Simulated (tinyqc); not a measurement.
Longitudinal sound in a periodic multilayer: transfer matrices, stop bands and folded phonons: one step, computed by the program tinyqc.

Layers 1 and 2 repeat with period d = d_1 + d_2; waves travel normal to the layers, without loss. State vector (u, s): displacement u and stress divided by omega. Impedances Z = rho v are in 1e6 kg/(m^2 s).

Task: Transmission through N periods. A layer maps (u, s) by [[cos p, sin p/Z], [-Z sin p, cos p]], p = 2 pi f d_i/v_i; one period is M = M_2 M_1, and cos(q d) = trace(M)/2. For N periods A = M^N. A wave comes from a thick layer of material 1 and leaves into the substrate (Z_s): transmitted power T = 4 Z_1 Z_s/|Z_1 A_22 + Z_s A_11 - i (Z_1 Z_s A_12 - A_21)|^2, reflected power R = 1 - T.

Inputs (values chosen for the exercise, modelled on gallium nitride (layer 1), aluminium nitride (layer 2) and gallium arsenide (substrate)):
```
quantity       value  unit
velocity v_1    8130   m/s
thickness d_1    489    nm
velocity v_2   11100   m/s
thickness d_2    671    nm
periods N          2     -
frequency f     6.05   GHz
```

M:
```
            1            2
1  -0.3506651  -0.02340835
2    43.20007   0.03206046
```

Z_2 = 36.297

Z_1 = 50.6499

Z of the substrate = 25.0376

Give: A = M^N; transmitted power T; T in decibel.

Result:

A = M^N:
```
         1         2
1  -0.8883  0.007458
2   -13.76    -1.010
```

transmitted power T = 0.8557

T in decibel = -0.6767 dB
